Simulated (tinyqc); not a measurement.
# Worked calculation: gated two-dimensional channel with two bands, quantum capacitance

Program tinyqc, `OMP_NUM_THREADS=1 python tinyqc.py 2200151 2200152 out.jsonl`; Intel Xeon 2.30GHz, shared host, one thread, about 0.01 s. Printed values are rounded.

phi is the Fermi level above the lowest band edge, in volts; Vg is counted from the gate voltage at which an empty channel would have phi = 0. The channel has no thickness; trap charge is -q Dit phi.

Parameters, values chosen for the exercise; lowest band close to that of monolayer MoS2:
- T = 150 K (temperature)
- eox = 3.9 (relative permittivity of the gate insulator (close to silicon dioxide))
- tox = 1.9 nm (insulator thickness)
- md = 0.504 m0 (in-plane mass)
- gv = 2 (valley degeneracy)
- m2 = 0.88 m0 (in-plane mass of a second band, chosen freely)
- g2 = 4 (valley degeneracy of that band, chosen freely)
- E2 = 0.34 eV (second band edge above the first)
- Dit = 0 cm^-2 eV^-1 (density of traps)
- Vg = 1.05 V (gate voltage)

Constants: q = 1.602176634e-19 C, kB = 1.380649e-23 J/K, hbar = 1.054571817e-34 J s, m0 = 9.1093837015e-31 kg, Vt = kB T/q, eps0 = 8.8541878128e-14 F/cm where lengths are in cm. Results are converted to the units shown.

## Gate capacitance

Cox = eps0 eox/tox.

Cox = 1.81744 uF/cm^2

## Starting value

phi = 0.01 V.

phi at the start = 0.01 V

## Iteration 1: new phi

D1 = gv md m0 q/(pi hbar^2), D2 = g2 m2 m0 q/(pi hbar^2) per eV; n1 = D1 Vt ln(1 + exp(phi/Vt)), n2 = D2 Vt ln(1 + exp((phi - E2)/Vt)), n = n1 + n2; Cq = q dn/dphi = q [D1/(1 + exp(-phi/Vt)) + D2/(1 + exp((E2 - phi)/Vt))]. Newton: f = phi + q (n + Dit phi)/Cox - Vg, phi(new) = phi - f/(1 + (Cq + q Dit)/Cox).

n1 = 6.27545e12 cm^-2
n2 = 155.379 cm^-2
Cq = 46.1656 uF/cm^2
f = -0.486783 V
phi after iteration 1 = 0.0284377 V

## Iteration 2: new phi

As before.

n1 = 1.25463e13 cm^-2
n2 = 646.951 cm^-2
Cq = 60.7341 uF/cm^2
f = 0.0844648 V
phi after iteration 2 = 0.0259836 V

## Course of the iteration

Stop when the step is below 1e-10 V, or after 40 iterations.

Course of the iteration:
```
iteration  phi before the step (V)  step (V)
1                             0.01    0.0184
2                        0.0284377  -2.45e-3
3                        0.0259836  -2.42e-5
4                        0.0259594  -2.60e-9
5                        0.0259594   < 1e-14
```

Converged in 5 iterations.

## Charge and capacitances at the solution

converged phi = 0.0259594 V

D1 = gv md m0 q/(pi hbar^2), D2 = g2 m2 m0 q/(pi hbar^2) per eV; n1 = D1 Vt ln(1 + exp(phi/Vt)), n2 = D2 Vt ln(1 + exp((phi - E2)/Vt)), n = n1 + n2; Cq = q dn/dphi = q [D1/(1 + exp(-phi/Vt)) + D2/(1 + exp((E2 - phi)/Vt))]. 1/C_G = 1/Cox + 1/(Cq + q Dit); dphi/dVg = Cox/(Cox + Cq + q Dit).

n = 1.16163e13 cm^-2
Cq = 59.4802 uF/cm^2
C_G = 1.76355 uF/cm^2
dphi/dVg = 0.0296494

Cq is 32.7 times Cox, so C_G is 97.0 % of Cox; 2.47 % of the gate voltage has gone into phi.
